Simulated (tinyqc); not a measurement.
Comparisons within one model: round or elliptic silicon nanowire with anisotropic valleys (Ritz method). A value that a table varies takes the place of the one given here.

Wire along x = [100] on a (001) wafer, y = [010], z = [001]. Valley groups, two valleys each (w = inverse masses): A, axis along z: w_y = 1/mt, w_z = 1/ml, m_x = mt; B, axis along y: w_y = 1/ml, w_z = 1/mt, m_x = mt; C, axis along x: w_y = w_z = 1/mt, m_x = ml.

Hard wall on the ellipse (y/a)^2 + (z/b)^2 = 1, c = hbar^2/2m0. With u = y/a, v = z/b the operator is -c [(w_y/a^2) d2/du2 + (w_z/b^2) d2/dv2] on the unit disc. Basis (1 - u^2 - v^2) u^i v^j; S, X and Y are the disc integrals of f f', (df/du)(df'/du) and (df/dv)(df'/dv), from the integral of u^p v^q = 2 Gamma((p+1)/2) Gamma((q+1)/2)/((p + q + 2) Gamma((p+q+2)/2)) for even p, q; H = c (w_y X/a^2 + w_z Y/b^2).

Converged values use 21 functions of each parity class (e or o in u, then in v).

Constants: hbar^2/2m0 = 3.80998211 eV angstrom^2.

Parameters, chosen for this exercise (near those of a Si nanowire; shifted at random, so the results belong to these values and not to a real crystal):

| symbol | value | unit | meaning |
|---|---|---|---|
| ml | 0.929 | m0 | longitudinal mass |
| mt | 0.189 | m0 | transverse mass |
| a | 36 | angstrom | semi-axis along y |
| b | 30 | angstrom | semi-axis along z |
| asp | (0.4, 0.6, 0.8, 1, 1.3, 1.8, 2.5) |  | ratios a/b |
| area | 33.9 | nm^2 | cross-section, kept fixed |
| hw | 1 |  | height over mean width |

## Size of the basis

Lowest level of each group with 1, 3, 6 and 21 even functions.

Levels (meV):

| functions | A | B | C |
|---|---|---|---|
| 1 | 60.33 | 76.69 | 113.86 |
| 3 | 57.58 | 72.11 | 109.67 |
| 6 | 57.55 | 71.99 | 109.65 |
| 21 | 57.55 | 71.99 | 109.65 |

What can be read from the table?

One function errs by 4.8 % for A, 6.5 % for B and 3.8 % for C, six by 0.00011, 0.0014 and 2.5e-05 meV. The error grows with the axis ratio of the stretched ellipse (1.85, 2.66, 1.20); for a circle it is 6/5.783 - 1 = 3.7 %.

## Flattening the wire at fixed area

a = sqrt(area x ratio/pi), b = a/ratio, 1 nm^2 = 100 angstrom^2; lowest level of each group.

Levels (eV):

| a/b | a (angstrom) | b (angstrom) | A | B | C |
|---|---|---|---|---|---|
| 0.4 | 20.8 | 51.9 | 0.1298 | 0.0491 | 0.1531 |
| 0.6 | 25.4 | 42.4 | 0.0923 | 0.0506 | 0.1216 |
| 0.8 | 29.4 | 36.7 | 0.0742 | 0.0564 | 0.1106 |
| 1.0 | 32.8 | 32.8 | 0.0639 | 0.0639 | 0.1080 |
| 1.3 | 37.5 | 28.8 | 0.0554 | 0.0763 | 0.1116 |
| 1.8 | 44.1 | 24.5 | 0.0497 | 0.0982 | 0.1260 |
| 2.5 | 51.9 | 20.8 | 0.0491 | 0.1298 | 0.1531 |

What can be read from the table?

Each group is lowest where its stretched ellipse is a circle, at a/b = sqrt(w_y/w_z): 2.22 for A, 0.45 for B and 1.00 for C. The lowest group is B in the first row and A in the last, A and B crossing at a/b = 1 by symmetry; B - A is -81 meV in the first row and +81 meV in the last.

## Shape of the cross-section

Equal area, hard walls, lowest level of -c (w_y d2/dy2 + w_z d2/dz2), c = hbar^2/2m0. Rectangle W x H with H/W = hw; ellipse with b/a = hw; trapezoid of height H, base W/0.8 and top 0.6 of the base; isosceles triangle of height H and base 2W. Ellipse, trapezoid and triangle by converged Ritz bases; 1 nm^2 = 100 angstrom^2.

Levels:

| shape | A (eV) | B (eV) | B - A (meV) |
|---|---|---|---|
| rectangle | 0.0706 | 0.0706 | 0.0 |
| ellipse | 0.0639 | 0.0639 | 0.0 |
| trapezoid | 0.0694 | 0.0718 | 2.4 |
| triangle | 0.0621 | 0.0962 | 34.1 |

W = 58.2 angstrom
H = 58.2 angstrom

How do the results move?

For group A the order is triangle, ellipse, trapezoid, rectangle, spanning 14 %. For group B the order is ellipse, rectangle, trapezoid, triangle, spanning 51 %. The ellipse lies below the rectangle for both groups, since corners hold little of the wave function. The triangle is lowest for A, whose light mass lies across the width and gains from the wide base. The spacing B - A of the valley groups runs from 0 to 34 meV.

## What each parameter does

Lowest level of groups A and B. Each row changes one parameter from the base and keeps the others.

Results:

| case | A (eV) | B (eV) | B - A (meV) |
|---|---|---|---|
| base | 0.0576 | 0.0720 | 14.4 |
| a = 39 angstrom | 0.0511 | 0.0704 | 19.3 |
| b = 28 angstrom | 0.0596 | 0.0810 | 21.4 |
| ml = 1.04 m0 | 0.0560 | 0.0708 | 14.8 |
| mt = 0.17 m0 | 0.0624 | 0.0788 | 16.4 |

What can be read from the table?

The largest shifts from the base row, up to three for each result and ties (the steps differ in size, so this ranks the rows, not the parameters). A (eV): a -0.0065, mt +0.0049, b +0.0021. B (eV): b +0.0090, mt +0.0068, a -0.0016. B - A (meV): b +7.0, a +4.8, mt +2.0.

Run: tinyqc, `OMP_NUM_THREADS=1 python tinyqc.py 1281971 1281972 out.jsonl`; Intel(R) Xeon(R) Processor @ 2.30GHz, one thread, shared host; about 0.07 s of CPU time with all checks.
